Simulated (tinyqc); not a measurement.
From Debye to Thomas-Fermi: static screening by free carriers.

kF = (3 pi^2 n/Mv)^(1/3), EF = c kF^2/m with c = hbar^2/2m0, n in 1/angstrom^3 (1e-24 per 1/cm^3), e2 = e^2/(4 pi eps0). Thomas-Fermi: qTF^2 = 6 pi e2 n/(eps EF). Debye: qD^2 = 4 pi e2 n/(eps kB T).

F_j(eta) = (1/Gamma(j + 1)) integral_0^infinity x^j dx/(1 + exp(x - eta)), which tends to exp(eta) for eta << 0.

At finite T: qs^2 = qD^2 F_-1/2(eta)/F_1/2(eta), where n = Mv N F_1/2(eta) and N = 2 (m kB T/(4 pi c))^(3/2) with c = hbar^2/2m0, in 1/angstrom^3; times 1e24 for 1/cm^3.

Constants: hbar^2/2m0 = 3.80998211 eV angstrom^2; e^2/(4 pi eps0) = 14.39964547 eV angstrom; kB = 8.617333262e-05 eV/K.

Parameters, chosen for this exercise (near those of InAs; shifted at random, so the results belong to these values and not to a real crystal): m = 0.0261 m0 (mass of one isotropic valley); Mv = 1 (valleys); eps = 15.2 (background dielectric constant); T = 300 K.

Screening lengths (angstrom):

| n (1/cm^3) | eta | Debye | Thomas-Fermi | finite T |
|---|---|---|---|---|
| 3.0e+14 | -5.86 | 2690 | 341.9 | 2692 |
| 2.0e+15 | -3.96 | 1042 | 249.2 | 1045 |
| 1.0e+16 | -2.33 | 466.0 | 190.6 | 473.7 |
| 4.0e+16 | -0.84 | 233.0 | 151.3 | 247.9 |
| 2.0e+17 | 1.29 | 104.2 | 115.7 | 133.3 |
| 5.0e+17 | 3.13 | 65.90 | 99.28 | 104.0 |
| 2.0e+18 | 8.48 | 32.95 | 78.80 | 79.27 |
| 6.0e+18 | 17.80 | 19.02 | 65.62 | 65.70 |

Debye is within 5 % of the finite-T length up to 1e+16 1/cm^3 of the densities listed and Thomas-Fermi from 5e+17 on. The length goes as n^-0.50 at the low end and n^-0.17 at the high end, against the limits -1/2 and -1/6. Both limits give too short a length.

(tinyqc, `OMP_NUM_THREADS=1 python tinyqc.py 1650813 1650814 out.jsonl`, Intel(R) Xeon(R) Processor @ 2.30GHz, 1 thread, shared host, about 0.01 s.)
